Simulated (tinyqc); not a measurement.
Inside a calculation: cyclotron resonance of ellipsoidal valleys, Si type. Values are carried at full precision from step to step, so a last printed digit may differ when a step is redone from the rounded ones.

Valleys along [100], [010], [001] (each with its opposite partner), mass ml along the axis and mt across it. B lies in the (1-10) plane, b = (sin(theta)/sqrt2, sin(theta)/sqrt2, cos(theta)). For the angle phi between B and the axis, 1/mc^2 = cos^2(phi)/mt^2 + sin^2(phi)/(mt ml). Resonance: h nu = 2 muB B/mc, h = 2 pi hbar.

Constants: hbar = 6.58211957e-16 eV s; muB = 5.788381798e-05 eV/T.

Inputs chosen for the exercise (near those of Si; shifted at random, so the results belong to these values and not to a real crystal): theta = 84 degrees (angle of B from [001] towards [110]); ml = 0.874 m0 (longitudinal mass); mt = 0.195 m0 (transverse mass); nu = 70 GHz (microwave frequency); tau = 75 ps (scattering time).

## Angles to the valley axes

Give b and cos^2(phi) for each axis.

b: 0.7032  0.7032  0.1045

cos^2(phi): [100] 0.4945, [010] 0.4945, [001] 0.0109

## Cyclotron masses and resonance fields

For each axis, mc and B = h nu mc/(2 muB).

Resonances:
```
axis   mc (m0)   B (T)
[100]   0.2502  0.6257
[010]   0.2502  0.6257
[001]   0.4052  1.0133
```

2 distinct masses appear; the limits are mt = 0.195 (B along the axis) and sqrt(ml mt) = 0.4128 (B across it).

## The same from the mass tensor

For the valley along [001]: M = mt 1 + (ml - mt) a a^T, and mc^2 = det M/(b M b).

M (m0):
```
        x       y       z
x  0.1950       0       0
y       0  0.1950       0
z       0       0  0.8740
```

det M = 0.033234
b M b = 0.2024
mc = 0.4052 m0

## Line shape

For linear polarisation and one isotropic mass the absorbed power goes as P = [1 + (w^2 + wc^2) tau^2]/([1 + (wc^2 - w^2) tau^2]^2 + 4 w^2 tau^2), w = 2 pi nu. List it for wc/w = 0, 0.5, 0.8, 0.9, 1, 1.1, 1.2, 1.5 and 2, which is B over the resonance field.

w tau = 32.987

Power:
```
wc/w          P
0.0   0.0009182
0.5    0.002035
0.8     0.01137
0.9     0.04221
1.0      0.5001
1.1     0.04219
1.2     0.01132
1.5    0.001905
2.0   0.0005101
```

The largest listed value lies at wc/w = 1.0, 544.7 times the zero-field value. With w tau well above 1 the line is sharp, of relative half width about 1/(w tau). The closest two lines of this crystal are 61.9 % apart, so they are resolved.

## Checks

- Rotation frequency of dv/dt = -M^-1 (v x b) for the valley along [001], in units of e B/m0, against 1/mc: both 2.4679.

tinyqc: `OMP_NUM_THREADS=1 python tinyqc.py 1282624 1282625 out.jsonl`; about 0.01 s, one thread, shared Intel(R) Xeon(R) Processor @ 2.30GHz.
